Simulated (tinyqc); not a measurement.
## Resistance of a source-drain extension with a graded tip: abruptness at a fixed junction position

y runs along the channel, the gate covers y > 0. The doping is N0 for y < y0 and N0 10^(-(y - y0)/la) beyond, uniform over the depth xj. Sheet conductance s(y) = q mu(N) max(N - Nch, 0) xj + (for y > 0) ma Cox Vo, with mu(N) = u0 + (u1 - u0)/(1 + (N/Nr)^au) and Cox = eps0 eox/tox. Current is taken as one-dimensional; depletion of the tip, spreading and the contact are left out. The metallurgical junction lies at yj, where N = Nch.

R_spacer = integral of dy/s from -Ls to 0, R_ov from 0 to yj, R_channel = (Lg - 2 yj)/(ma Cox Vo), R_total = 2 R_spacer + 2 R_ov + R_channel. Electrical length L_eff = ma Cox dR_total/d(1/Vo); R_series = R_total - L_eff/(ma Cox Vo). y0 is moved with la so that yj stays at 10.533 nm.

Inputs (values chosen for the exercise); mobility law close to that of holes in silicon:
```
symbol,value,unit,meaning
eox,22.3,,relative permittivity of the gate insulator (close to hafnium oxide)
tox,3.3,nm,insulator thickness
N0,1e20,cm^-3,active doping of the extension far from the gate
xj,14,nm,depth of the extension
Nch,1.2e18,cm^-3,channel doping
Ls,7,nm,spacer length
Vo,0.5,V,gate overdrive
ma,56,cm^2/(V s),mobility of the gate-induced layer
u1,470.5,cm^2/(V s),mobility at low doping
u0,44.9,cm^2/(V s),mobility at high doping
Nr,2.23e17,cm^-3,reference doping
au,0.719,,exponent
Lg,50,nm,gate length
```

Constants: q = 1.602176634e-19 C, eps0 = 8.8541878128e-14 F/cm where lengths are in cm. Results are converted to the units shown.

The same in every row: yj (nm) = 10.53; R_channel (ohm um) = 172.7.

Abruptness at a fixed junction position:

| la (nm/decade) | R_spacer (ohm um) | R_ov (ohm um) | R_total (ohm um) | L_eff (nm) | R_series (ohm um) |
|---|---|---|---|---|---|
| 1 | 6.303 | 12.86 | 211.0 | 30.59 | 28.46 |
| 2.1 | 6.303 | 17.95 | 221.2 | 32.01 | 30.14 |
| 3.1 | 6.303 | 22.57 | 230.4 | 33.30 | 31.67 |
| 4.2 | 6.303 | 27.65 | 240.6 | 34.72 | 33.36 |
| 5.2 | 6.303 | 32.27 | 249.9 | 36.01 | 34.89 |
| 6.3 | 6.757 | 37.03 | 260.3 | 37.40 | 37.03 |
| 7.3 | 8.612 | 40.44 | 270.8 | 38.54 | 40.78 |
| 8.4 | 12.32 | 43.36 | 284.1 | 39.63 | 47.54 |

As la goes from 1 to 8.4 nm/decade, R_total rises from 211 to 284 ohm um, R_spacer rises from 6.30 to 12.3 ohm um and R_ov rises from 12.9 to 43.4 ohm um. R_total changes on average by 9.87 ohm um for each nm/decade. L_eff exceeds the metallurgical length by 1.65 nm in the first row and 10.7 nm in the last, since the gate also controls the lightly doped tips.

Numbers from tinyqc (`OMP_NUM_THREADS=1 python tinyqc.py 2282045 2282046 out.jsonl`; about 0.05 s on one thread of a shared Intel Xeon 2.30GHz).
